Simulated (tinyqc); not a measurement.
From results back to parameters: deformation-potential model of the L valleys of a conduction band. Four cases, with inputs chosen for the exercise.

Problem. An ellipsoidal valley with ml > mt has the density-of-states mass m_d = (ml mt^2)^(1/3) and, averaged over equivalent valleys, the conductivity mass m_c = 3/(1/ml + 2/mt).

Case 1.

m_d = 0.2185916 m0
m_c = 0.1171292 m0

Case 2.

m_d = 0.2252173 m0
m_c = 0.1228140 m0

Case 3.

m_d = 0.2155773 m0
m_c = 0.1183608 m0

Case 4.

m_d = 0.2262980 m0
m_c = 0.1242089 m0

Find: K = ml/mt; mt; ml.

Solution. With K = ml/mt, m_d/m_c = K^(1/3) (2 + 1/K)/3, which rises steadily for K > 1 and so fixes K; then mt = m_d K^(-1/3) and ml = K mt.

Case 1.

K = ml/mt = 20.400
mt = 0.080 m0
ml = 1.632 m0

Case 2.

K = ml/mt = 19.274
mt = 0.084 m0
ml = 1.619 m0

Case 3.

K = ml/mt = 18.852
mt = 0.081 m0
ml = 1.527 m0

Case 4.

K = ml/mt = 18.871
mt = 0.085 m0
ml = 1.604 m0

Computed by tinyqc, one run a case: `OMP_NUM_THREADS=1 python tinyqc.py N N+1 out.jsonl` with N = 1081043, 1081104, 1081235, 1081299; one thread of a shared Intel(R) Xeon(R) Processor @ 2.30GHz, about 0.04 s a run at most.
